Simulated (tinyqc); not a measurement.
Coherent potential approximation for a binary alloy with a semi-elliptic band: sweeps and comparisons. A value that a table varies takes the place of the one given here.

Site levels eA = -x d (share 1 - x) and eB = (1 - x) d (share x), so that their mean, the virtual crystal, is 0. Pure band: G0(z) = 2 (z - sqrt(z - W) sqrt(z + W))/W^2 with principal roots, density -Im G/pi per site. The medium has a self-energy S(z), G = G0(z - S), z = E + i eta. t_i = (e_i - S)/(1 - (e_i - S) G); the CPA demands <t> = (1 - x) tA + x tB = 0. Iteration: start at S = 0, set S(new) = S + <t>/(1 + <t> G), stop when |<t>| < 1e-9 eV.

Values chosen for the exercise: W = 1.9 eV (half width of the pure band); x = 0.47 (fraction of B); d = 2.29 eV (eB - eA); eta = 0.038 eV (broadening); E1 = -3 eV (first energy); dE = 0.43 eV (step); E = 0.72 eV (energy).

## Virtual crystal, CPA and unmixed bands

Fifteen energies E1 + j dE. Virtual crystal: G0(z). Unmixed: (1 - x) G0(z - eA) + x G0(z - eB), the limit of large separate grains.

Densities (1/eV) and self-energy (eV):
```
E (eV)  virtual crystal     CPA  unmixed     Re S     Im S
-3.00            0.0020  0.0043   0.0158  -0.4828  -0.0090
-2.57            0.0032  0.0541   0.1068  -0.6518  -0.0628
-2.14            0.0078  0.1818   0.1443  -0.6942  -0.2258
-1.71            0.1401  0.2301   0.1649  -0.7288  -0.3428
-1.28            0.2411  0.2471   0.1748  -0.7796  -0.4668
-0.85            0.2931  0.2382   0.1777  -0.8677  -0.6231
-0.42            0.3201  0.1971   0.2406  -1.0704  -0.8667
0.01             0.3284  0.0653   0.2610  -2.5791  -1.5420
0.44             0.3193  0.1485   0.2443   1.4199  -1.3329
0.87             0.2913  0.2141   0.1635   0.9969  -0.8358
1.30             0.2378  0.2337   0.1566   0.8709  -0.5995
1.73             0.1328  0.2245   0.1497   0.8073  -0.4335
2.16             0.0074  0.1846   0.1343   0.7671  -0.2886
2.59             0.0032  0.0818   0.1061   0.7291  -0.1125
3.02             0.0019  0.0048   0.0472   0.5348  -0.0113
```

What does this show, and why?

d/W = 1.21. CPA and virtual crystal differ by at most 0.263 1/eV, at 0.01 eV, against a peak of 0.335 for the pure band. |Im S| is largest at 0.01 eV (Im S = -1.542 eV); where the density is near zero this is no damping of states. The CPA density has a dip at 0.01 eV (0.0653): the band is parting, or has parted, into an A-like and a B-like subband (in a true gap only the tail of eta remains), which no virtual crystal can show.

## Bowing of the band edge from disorder

For eta = 0 the CPA reads G = (1 - x)/(y - eA) + x/(y - eB) with y = E - W^2 G/4; the lower edge is the maximum of E(y) = y + W^2 G(y)/4 for y < eA. The virtual crystal puts it at -W. Second order: -W - 2 x (1 - x) d^2/W, from S = x (1 - x) d^2 G0(-W), G0(-W) = -2/W.

Lower edge (eV):
```
x        edge  edge + W  second order  (edge + W)/(x (1 - x))
0.05  -1.9804   -0.0804       -0.2622                 -1.6930
0.10  -2.0598   -0.1598       -0.4968                 -1.7751
0.25  -2.2903   -0.3903       -1.0350                 -2.0817
0.40  -2.5067   -0.6067       -1.3248                 -2.5281
0.50  -2.6404   -0.7404       -1.3800                 -2.9616
0.60  -2.7623   -0.8623       -1.3248                 -3.5931
0.75  -2.9113   -1.0113       -1.0350                 -5.3938
0.90  -2.9742   -1.0742       -0.4968                -11.9360
0.95  -2.9419   -1.0419       -0.2622                -21.9350
```

second-order coefficient = -5.5201 eV

What can be read from the table?

Disorder pushes the edge below the virtual crystal, most at x = 0.9 (-1074 meV). The coefficient runs from -1.693 at x = 0.05 to -21.935 eV at 0.95, against -5.520 in second order, which is only a guide at d/W = 1.21: it depends strongly on x and is largest in size where the low-lying A atoms are dilute and act as attractive impurities. For d above W/2 they bind a level, and the ratio then measures that level rather than bowing.

## When the band splits

x as given, d varied, eta as given. The density is taken at E = (eA + eB)/2 and at E = eA + eB = (1 - 2x) d, where S has its pole for well split bands; a gap shows as a density of the size of the broadening tail.

Between the two levels:
```
d/W  d (eV)  density at the midpoint (1/eV)  density at (1 - 2x) d (1/eV)  Im S at the midpoint (eV)
0.2    0.38                          0.3220                        0.3219                     -0.038
0.4    0.76                          0.3018                        0.3017                     -0.161
0.6    1.14                          0.2655                        0.2650                     -0.407
0.8    1.52                          0.2073                        0.2050                     -0.898
1.0    1.90                          0.1232                        0.1054                     -1.893
1.2    2.28                          0.0359                        0.0296                     -2.769
1.5    2.85                          0.0109                        0.0107                     -4.920
2.0    3.80                          0.0045                        0.0045                     -7.108
```

What can be read from the table?

The midpoint density falls from 0.322 to 0.0045 1/eV; it first drops below a tenth of the pure peak (0.034) at d/W = 1.5. At (1 - 2x) d the density drops below that mark at d/W = 1.2, so the bands have parted by then (this mark lags the true splitting), and is least, 0.0045, at d/W = 2. For x = 1/2 the two coincide and the band splits at d = W exactly; here x = 0.47. The size of Im Sigma at the midpoint is largest at d/W = 2. It is a lifetime only where the density there is finite; for well separated bands, d/W above 1/(2 sqrt(x (1 - x))), S has a pole in the gap at (1 - 2x) d.

## What each parameter does

Converged values at E. Each row changes one parameter from the base and keeps the others.

Results:
```
case            Re S (eV)  Im S (eV)  density (1/eV)
base               1.0786    -0.9567          0.1986
W = 2.09 eV        0.9605    -1.0055          0.1869
x = 0.52           0.9347    -0.7199          0.2254
d = 2.519 eV       1.3760    -1.0445          0.1817
eta = 0.076 eV     1.0422    -0.9808          0.1938
E = 0.91 eV        0.9799    -0.8083          0.2174
```

How do the results move?

The largest shifts from the base row, up to three for each result and ties (the steps differ in size, so this ranks the rows, not the parameters). Re S (eV): d +0.2973, x -0.1440, W -0.1182. Im S (eV): x +0.2368, E +0.1484, d -0.0877. density (1/eV): x +0.0267, E +0.0187, d -0.0169.

Run: tinyqc, `OMP_NUM_THREADS=1 python tinyqc.py 1450698 1450699 out.jsonl`; Intel(R) Xeon(R) Processor @ 2.30GHz, one thread, shared host; about 0.01 s of CPU time with all checks.
